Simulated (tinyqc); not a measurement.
# Threshold-voltage variability of a planar MOSFET, analytic estimates: effects of single changes

Three independent sources add in quadrature: random dopants in the depleted layer, metal-gate grains of two orientations, and roughness of the two gate edges acting through the roll-off VT = VT(long) - Vr exp(-L/l). These are first-order estimates: no three-dimensional electrostatics, no percolation.

Values chosen for this exercise; material values close to those of silicon:
- T = 300 K (temperature)
- Eg = 1.1 eV (band gap)
- eps_r = 11.8 (relative permittivity of the semiconductor)
- Nc = 2.83e19 cm^-3 (conduction-band density of states at T)
- Nv = 2.66e19 cm^-3 (valence-band density of states at T)
- Na = 5.7e18 cm^-3 (channel doping)
- ti = 2.3 nm (oxide-equivalent thickness in inversion)
- L = 25 nm (gate length)
- W = 100 nm (gate width)
- G = 4 nm (metal grain size)
- dW = 0.2 eV (work-function difference of the two grain orientations)
- p = 0.6 (share of the orientation of higher work function)
- De = 1 nm (rms roughness of one gate edge)
- La = 20 nm (correlation length of the roughness)
- l = 4.9 nm (decay length of the threshold roll-off)
- Vr = 2.6 V (prefactor of the roll-off)

Constants: q = 1.602176634e-19 C, kB = 1.380649e-23 J/K, Vt = kB T/q, eps0 = 8.8541878128e-14 F/cm where lengths are in cm. Results are converted to the units shown.

Each table varies one quantity; the others keep the values above.

## Effect of the gate length

ni = sqrt(Nc Nv) exp(-Eg/(2 Vt)), Eg in volts; Cox = 3.9 eps0/ti; Wd = sqrt(4 eps0 eps_r Vt ln(Na/ni)/(q Na)); dopants: s1 = (q/Cox) sqrt(Na Wd/(3 L W)). Grains: Ng = L W/G^2 (at least 1), s2 = dW sqrt(p (1 - p)/Ng). Edges, with exponential correlation and u = W/La: the mean gate length has sL^2 = 2 De^2 (2/u)[1 - (1 - exp(-u))/u]; s3 = sL (Vr/l) exp(-L/l). s = sqrt(s1^2 + s2^2 + s3^2). l and Vr are held fixed.

Results:
```
L (nm)  s1 (mV)  s2 (mV)   s3 (mV)  s (mV)  s sqrt(L W) (mV um)
15        46.93    10.12     19.90   51.97                2.013
18        42.84    9.238     10.79   45.13                1.915
22        38.75    8.356     4.768   39.93                1.873
26        35.65    7.686     2.108   36.53                1.862
32        32.13    6.928    0.6195   32.87                1.860
38        29.48    6.358    0.1821   30.16                1.859
55        24.51    5.285  0.005669   25.07                1.859
```

Estimate the missing row, L = 46 nm.

Computed row:
```
L (nm)  s1 (mV)  s2 (mV)  s3 (mV)  s (mV)  s sqrt(L W) (mV um)
46        26.80    5.779  0.03558   27.41                1.859
```

With this row back in the table: As L goes from 15 to 55 nm, s falls from 52.0 to 25.1 mV. The dopants are the largest source in the first and the last row. The product s sqrt(L W) falls from 2.01 to 1.86 mV um: s1 and s2 go as 1/sqrt(L W), so the change comes from s3 alone. At L = 15 nm the depletion depth exceeds L, so source and drain share much of the charge and s1 is rough.

## Effect of the channel doping

Same model as above.

l and Vr are held fixed.

The same in every row: s2 (mV) = 7.838; s3 (mV) = 2.585.

Effect of the channel doping:
```
Na (cm^-3)  s1 (mV)  s (mV)  s sqrt(L W) (mV um)
1.5e17        13.91   16.18               0.8088
2.6e17        16.10   18.09               0.9046
4.7e17        18.83   20.56                1.028
8.2e17        21.82   23.32                1.166
1.5e18        25.58   26.88                1.344
2.6e18        29.57   30.70                1.535
4.5e18        34.16   35.14                1.757
8e18          39.74   40.58                2.029
```

As Na goes from 1.5e17 to 8e18 cm^-3, s rises from 16.2 to 40.6 mV. The dopants are the largest source in the first and the last row. s1 goes on average as Na^(0.26), near the 1/4 expected from Na Wd. For Na = 1.5e17 to 1.5e18 cm^-3 the depletion depth exceeds L, so source and drain share much of the charge and s1 is rough.

tinyqc, about 0.01 s, one thread, Intel Xeon 2.30GHz (shared host): `OMP_NUM_THREADS=1 python tinyqc.py 2090066 2090067 out.jsonl`
